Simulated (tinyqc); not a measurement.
# Undoped gate-all-around wire MOSFET, analytic charge model: several studies

An undoped round wire of radius R under an insulator shell and a surrounding gate; long channel, electrons only, n = ni exp((psi - V)/Vt) with V the quasi-Fermi potential (0 at the source, Vd at the drain), constant mobility, no quantisation. The radial Poisson equation gives n(r) = n(0)/(1 - (1 - b) r^2/R^2)^2 with b = Q0/(Q + Q0). Q is the electron charge per area of the wire surface.

Inputs (values chosen for the exercise); material values close to those of silicon:

| symbol | value | unit | meaning |
|---|---|---|---|
| T | 400 | K | temperature |
| Eg | 1.14 | eV | band gap |
| eps_r | 11.5 |  | relative permittivity of the semiconductor |
| Nc | 4.28e19 | cm^-3 | conduction-band density of states at T |
| Nv | 4.11e19 | cm^-3 | valence-band density of states at T |
| eox | 21.7 |  | relative permittivity of the gate insulator |
| tox | 12 | nm | insulator thickness |
| R | 5 | nm | wire radius |
| dphi | 0.12 | V | gate work function less that of the intrinsic body |
| mu | 200 | cm^2/(V s) | channel mobility |
| L | 0.5 | um | gate length |
| Vd | 1 | V | drain voltage |

Constants: q = 1.602176634e-19 C, kB = 1.380649e-23 J/K, Vt = kB T/q, eps0 = 8.8541878128e-14 F/cm where lengths are in cm. Results are converted to the units shown.

Each table varies one quantity; the others keep the values above.

## Effect of the gate work function less that of the intrinsic body

ni = sqrt(Nc Nv) exp(-Eg/(2 Vt)), Eg in volts; Cox = eps0 eox/(R ln(1 + tox/R)); Q0 = 4 eps0 eps_r Vt/R; V0 = dphi + Vt ln[8 eps0 eps_r Vt/(q ni R^2)]. Q solves Vg - V0 - V = Q/Cox + Vt ln(Q/Q0) + Vt ln(1 + Q/Q0). I = mu (2 pi R/L)[2 Vt (Qs - Qd) + (Qs^2 - Qd^2)/(2 Cox) + Vt Q0 ln((Qd + Q0)/(Qs + Q0))], with Qs at V = 0 and Qd at V = Vd.  I(low) is taken at Vg = 0.38 V, Qs and I(high) at Vg = 1.13 V.

Effect of the gate work function less that of the intrinsic body:
```
dphi (V)   V0 (V)  I(low) (nA)  Qs(high) (nC/cm^2)  I(high) (uA)
-0.03     0.47834       6.4091              1646.3        6.6155
0.02      0.52834       1.6065              1507.0        5.6249
0.07      0.57834      0.38338              1369.1        4.7214
0.12      0.62834     0.090267              1232.8        3.9041
0.17      0.67834     0.021184              1098.3        3.1718
0.22      0.72834    0.0049674              966.13        2.5234
0.27      0.77834    0.0011646              836.59        1.9572
```

Read the table: what changes, and by how much?

As dphi goes from -0.03 to 0.27 V, I(low) falls from 6.41 to 0.00116 nA and I(high) falls from 6.62 to 1.96 uA. V0 rises from 0.478 to 0.778 V. In every row the surface density at the source at the higher gate voltage passes 0.3 Nc, where Boltzmann statistics fail. In every row the body is thin enough for quantum confinement, left out here, to raise the threshold.

## Transfer curve and volume inversion

I = mu (2 pi R/L)[2 Vt (Qs - Qd) + (Qs^2 - Qd^2)/(2 Cox) + Vt Q0 ln((Qd + Q0)/(Qs + Q0))], with Qs at V = 0 and Qd at V = Vd. The drop is psi(surface) - psi(centre) at the source end; C = dQs/dVg, Cg = Cox, drop = 2 Vt ln(1 + Qs/Q0); gm = dI/dVg.

Transfer curve and volume inversion:
```
Vg (V)  Qs (nC/cm^2)  drop (mV)      C/Cg    I (uA)  gm/I (1/V)
0.33         0.04889    0.01200  4.514e-4  2.118e-5       29.00
0.44           1.172     0.2872   0.01067  5.115e-4       28.80
0.55           21.92      5.182    0.1588   0.01081       25.49
0.67           151.2      29.70    0.5085    0.1243       15.28
0.78           360.0      56.88    0.6805    0.4709       9.608
0.89           612.1      79.75    0.7704     1.139       6.752
1              888.1      98.32    0.8234     2.174       5.133
1.12            1206      114.9    0.8602     3.751       4.040
1.23            1507      127.6    0.8831     5.625       3.367
```

What does the table show?

The current rises from 2.12e-5 to 5.62 uA. In the first row gm/I is 29.0 1/V, 0.031 % below 1/Vt: with no depletion charge the whole body follows the gate, and the swing is ideal. The drop between surface and centre goes from 0.012 to 128 mV and passes Vt at Vg = 0.78 V among the rows; below that the density varies across the body by less than a factor of e (volume inversion). C reaches 0.88 of Cg in the last row. For Vg = 0.78 to 1.23 V the surface density at the source passes 0.3 Nc, where Boltzmann statistics fail. In every row the body is thin enough for quantum confinement, left out here, to raise the threshold.

## Effect of the wire radius

Same model as above.

Results:
```
R (nm)   V0 (V)  I(low) (nA)  Qs(high) (nC/cm^2)  I(high) (uA)
1.7     0.70271     0.010446              1930.7        1.8923
3.3     0.65698     0.039346              1442.2        2.9169
4.6     0.63408     0.076415              1270.0        3.6771
6.4     0.61132      0.14780              1135.1        4.6821
8.9     0.58859      0.28544              1029.7        6.0311
12      0.56798      0.51791              954.72        7.6660
```

Estimate the missing row, R = 2.3 nm.

Computed row:
```
R (nm)   V0 (V)  I(low) (nA)  Qs(high) (nC/cm^2)  I(high) (uA)
2.3     0.68187     0.019119              1680.6        2.2946
```

With this row back in the table: As R goes from 1.7 to 12 nm, I(low) rises from 0.0104 to 0.518 nA and I(high) rises from 1.89 to 7.67 uA. On average I(low) goes as R^(2.00) and I(high) goes as R^(0.72). Below threshold the charge is proportional to the cross-section of the body; above it the insulator sets the charge. In every row the surface density at the source at the higher gate voltage passes 0.3 Nc, where Boltzmann statistics fail. For R = 1.7 to 6.4 nm the body is thin enough for quantum confinement, left out here, to raise the threshold.

tinyqc, about 0.02 s, one thread, Intel Xeon 2.30GHz (shared host): `OMP_NUM_THREADS=1 python tinyqc.py 2460082 2460083 out.jsonl`
